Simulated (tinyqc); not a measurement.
Polytypes by hexagonality, and a cubic inclusion as a quantum well: sweeps and comparisons. A value that a table varies takes the place of the one given here.

Gap: E3 + (E2 - E3) h. Valence top Ev2 h and polarisation P2 h, both counted from 3C; Ec = Ev + gap.

A cubic inclusion of width L = N d in the host (h = 1) is a well of depth V = Ec(host) - Ec(3C). Square well with mass mismatch: k tan(k L/2) = (m_w/m_b) q, k = sqrt(m_w E/c), q = sqrt(m_b (V - E)/c), c = hbar^2/2m0, lowest root. The depth of the level, V - E, is its binding, and the transition to the valence top of the host is gap(host) - (V - E). The step in polarisation gives a field |F| = |P|/(eps eps0) in a thin inclusion, eps0 = 8.8541878e-12 F/m.

Constants: hbar^2/2m0 = 3.80998211 eV angstrom^2.

Values chosen for the exercise (of the order of those of GaN; shifted at random, so the results belong to these values and not to a real crystal):
- E3 = 3.249 eV (gap of the cubic polytype)
- E2 = 3.525 eV (gap of 2H)
- Ev2 = 0.068 eV (valence top of 2H above that of 3C)
- P2 = -0.0187 C/m^2 (spontaneous polarisation of 2H)
- m = (0.213, 0.2) m0 (electron mass along c in the cubic layer and in the host)
- d = 2.596 angstrom (thickness of a double layer)
- eps = 9.6 (dielectric constant)
- N = 6 (double layers in the cubic inclusion)

## Width of the inclusion

Without the field: square well. With it, the potential inside is |F| (z - L/2), the host conduction edge lies at V - |F| L/2 on one side and V + |F| L/2 on the other, and the lowest level E_F is found by finite differences (step 0.25 angstrom, wide box, good to about 1 meV). Holes sit in the host on the high side, so the transition is gap(host) - V + E_F - |F| L/2. A dash: bound by less than 2 meV or not at all.

Results:

| N | L (angstrom) | depth (eV) | transition (eV) | depth below the low side, with field (eV) | transition with field (eV) |
|---|---|---|---|---|---|
| 1 | 2.60 | 0.010 | 3.515 | - | - |
| 2 | 5.19 | 0.036 | 3.489 | - | - |
| 3 | 7.79 | 0.070 | 3.455 | 0.011 | 3.343 |
| 4 | 10.38 | 0.105 | 3.420 | 0.023 | 3.274 |
| 6 | 15.58 | 0.165 | 3.360 | 0.040 | 3.142 |
| 8 | 20.77 | 0.208 | 3.317 | 0.049 | 3.020 |
| 12 | 31.15 | 0.260 | 3.265 | 0.052 | 2.787 |

The square well binds a level even at N = 1 (10 meV), as any symmetric one-dimensional well does; the depth grows to 260 of 344 meV, and the transition tends to E3 - Ev(host) = 3.181 eV. With the field the level is bound by 2 meV or more for N = 3, 4, 6, 8 and 12, and the transition is lowered by 112 meV at N = 3 and 478 meV at N = 12, where |F| L/2 = 343 meV. Free carriers or surface charge screen the field and the step between the two sides; with the field removed every row returns to its square-well depth, and the attraction to the hole, left out here, binds the electron further.

## What each parameter does

Well depth, depth of the level, transition without the field and field. Each row changes one parameter from the base and keeps the others.

Results:

| case | V (eV) | depth (eV) | transition (eV) | \|F\| (MV/cm) |
|---|---|---|---|---|
| base | 0.3440 | 0.1647 | 3.3603 | 2.200 |
| N = 7 | 0.3440 | 0.1882 | 3.3368 | 2.200 |
| Ev2 = 0.098 eV | 0.3740 | 0.1860 | 3.3390 | 2.200 |
| E3 = 3.229 eV | 0.3640 | 0.1788 | 3.3462 | 2.200 |
| E2 = 3.555 eV | 0.3740 | 0.1860 | 3.3690 | 2.200 |
| P2 = -0.0243 C/m^2 | 0.3440 | 0.1647 | 3.3603 | 2.859 |
| eps = 10.6 | 0.3440 | 0.1647 | 3.3603 | 1.992 |
| m = (0.256, 0.2) m0 | 0.3440 | 0.1702 | 3.3548 | 2.200 |

The largest shifts from the base row, up to three for each result and ties (the steps differ in size, so this ranks the rows, not the parameters). V (eV): E2 +0.0300, Ev2 +0.0300, E3 +0.0200; unchanged at the printed digits by N, P2, eps and m. depth (eV): N +0.0235, E2 +0.0213, Ev2 +0.0213; unchanged at the printed digits by P2 and eps. transition (eV): N -0.0235, Ev2 -0.0213, E3 -0.0142; unchanged at the printed digits by P2 and eps. |F| (MV/cm): P2 +0.659, eps -0.208; unchanged at the printed digits by N, Ev2, E3, E2 and m.

Program tinyqc; command `OMP_NUM_THREADS=1 python tinyqc.py 1850977 1850978 out.jsonl`; about 0.06 s on one thread of a shared Intel(R) Xeon(R) Processor @ 2.30GHz.
